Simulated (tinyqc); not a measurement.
# Band bending at a free surface with one surface level, surface photovoltage and Kelvin probe: two studies

n-type bulk, xi = Ec - EF = Vt ln(Nc/Nd), p0 = ni^2/Nd, ni = sqrt(Nc Nv) exp(-Eg/(2 Vt)), Eg in volts. b is the upward band bending, u = b/Vt. Space charge per area, in units of q: Qc = sign(b) sqrt((2 eps0 eps_r Vt/q) [(Nd + dn)(exp(-u) - 1) + Nd u + (p0 + dn)(exp(u) - 1)]), with dn the excess density under light (flat quasi-Fermi levels; 0 in the dark). The level holds -Ns f, f = 1/(1 + exp((xi + b - Es)/Vt)). Neutrality: Qc + Qf + (charge of the states) = 0.

Parameters, values chosen for the exercise; band and dielectric values close to those of gallium arsenide: temperature T = 300 K; band gap Eg = 1.43 eV; relative permittivity eps_r = 12.8; conduction-band density of states at T Nc = 4.44e17 cm^-3; valence-band density of states at T Nv = 9.15e18 cm^-3; electron affinity chi = 4.06 eV; donor density Nd = 4.4e16 cm^-3; fixed positive charge at the surface Qf = 0 cm^-2; work function of the probe tip pt = 5.29 eV; density of an acceptor-like surface level Ns = 2.2e12 cm^-2; its depth below the conduction edge Es = 0.77 eV.

Constants: q = 1.602176634e-19 C, kB = 1.380649e-23 J/K, Vt = kB T/q, eps0 = 8.8541878128e-14 F/cm where lengths are in cm. Results are converted to the units shown.

Each table varies one quantity; the others keep the values above.

## Photovoltage against injection

Under chopped light the surface charge keeps its dark value, so b falls to bL with Qc(bL, dn) = Qc(b, 0); the photovoltage is b - bL.

Photovoltage against injection:
```
dn (cm^-3)   bL (V)  photovoltage (mV)  share of b removed (%)
4.9e7        0.5789              153.0                   20.91
6.1e8        0.5219              210.1                   28.70
7.5e9        0.4634              268.6                   36.69
9.2e10       0.4038              328.2                   44.84
1.1e12       0.3440              388.0                   53.01
1.4e13       0.2820              449.9                   61.47
1.7e14       0.2208              511.2                   69.84
2.1e15       0.1589              573.1                   78.30
2.6e16      0.09752              634.5                   86.68
3.2e17      0.04384              688.1                   94.01
```

What does the comparison show?

The photovoltage rises from 153 to 688 mV, towards the full b = 732 mV. Its steepest rise is 56.7 mV a decade (Vt ln 10 = 59.5 mV), and it reaches 94.0 % of b in the last row: even strong light does not flatten the bands fully, so a saturation reading understates b. For dn = 3.2e17 the injection is high, and a Dember voltage, left out here, adds to the signal.

## Kelvin-probe contrast of the doping

Same model as above.

Work function chi + xi + b; contact potential difference CPD = (work function of the sample) - pt. b solves the neutrality condition in the dark.

Kelvin-probe contrast of the doping:
```
Nd (cm^-3)  xi (eV)   b (V)  CPD (mV)
9.8e13       0.2176  0.6633    -349.1
2.3e14       0.1956  0.6739    -360.5
5.6e14       0.1726  0.6849    -372.6
1.3e15       0.1508  0.6951    -384.1
3.2e15       0.1275  0.7057    -396.8
7.7e15       0.1048  0.7156    -409.6
1.8e16      0.08287  0.7243    -422.8
4.4e16      0.05976  0.7320    -438.3
```

What does the table show?

xi falls by 158 mV over the table and the CPD by 89.2 mV; b rises from 0.663 to 0.732 V. Between the first two rows the CPD follows 51.8 % of the change of xi, and between the last two 66.9 %. It is below 100 % where b rises with the doping (pinning hides it).

Numbers from tinyqc (`OMP_NUM_THREADS=1 python tinyqc.py 2430148 2430149 out.jsonl`; about 0.02 s on one thread of a shared Intel Xeon 2.30GHz).
